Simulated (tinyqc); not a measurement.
In-plane mass from two subband densities.

Problem. At zero temperature each occupied subband holds N_k = D (EF - E_k), D = md m0 q/(pi hbar^2) per eV. Two subbands are occupied. Find md, EF - E1 and EF - E2.

Constants: q = 1.602176634e-19 C, hbar = 1.054571817e-34 J s, m0 = 9.1093837015e-31 kg. Results are converted to the units shown.

N1, N2 (cm^-2): 7.2676508e11  6.7e10
E2 - E1 = 53 meV

Answer. N1 - N2 = D (E2 - E1) gives D and so md; each N_k/D is a distance to EF.

md = 0.02980 m0
EF - E1 = 58.38 meV
EF - E2 = 5.382 meV

Numbers from tinyqc (`OMP_NUM_THREADS=1 python tinyqc.py 2140068 2140069 out.jsonl`; about 0.2 s on one thread of a shared Intel Xeon 2.30GHz).
